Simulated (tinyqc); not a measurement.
Inside a calculation. Method: MP2 on RHF in the sto-3g basis, for H3+, spin multiplicity 1. One step of it, computed by the program tinyqc.

Question. Second-order Moller-Plesset energy. E2 = sum_ijab (ia|jb) [2 (ia|jb) - (ib|ja)] / (e_i + e_j - e_a - e_b) over occupied i, j and virtual a, b; the opposite-spin part is (ia|jb)^2 / denominator, the rest is same-spin, and SCS-MP2 scales them by 6/5 and 1/3.

orbital energies (hartree): MO1 -1.181755, MO2 -0.076662, MO3 -0.003583

Two-electron integrals over orbitals (pq|rs), unique and non-zero (hartree):
```
(11|11) 0.603070    (21|11) -0.009474   (21|21) 0.143478    (22|11) 0.579483
(22|21) 0.092769    (22|22) 0.668247    (31|31) 0.143917    (32|31) -0.089476
(32|32) 0.068784    (33|11) 0.590600    (33|21) -0.097756   (33|22) 0.513583
(33|33) 0.673212
```

Hartree-Fock energy = -1.24408604 hartree

Give: Terms; Pair energies; MP2 correlation energy; SCS-MP2 correlation energy; MP2 total energy.

Answer.

Terms:
```
i  j  a  b  (ia|jb)  (ib|ja)  denominator     term
1  1  2  2   0.1435   0.1435      -2.2102  -0.0093
1  1  3  3   0.1439   0.1439      -2.3563  -0.0088
```

Pair energies (hartree; pair i-j sums ij and ji):
```
pair  opposite spin  same spin
1-1         -0.0181     0.0000
```

MP2 correlation energy = -0.018104 hartree

SCS-MP2 correlation energy = -0.021725 hartree

MP2 total energy = -1.262190 hartree
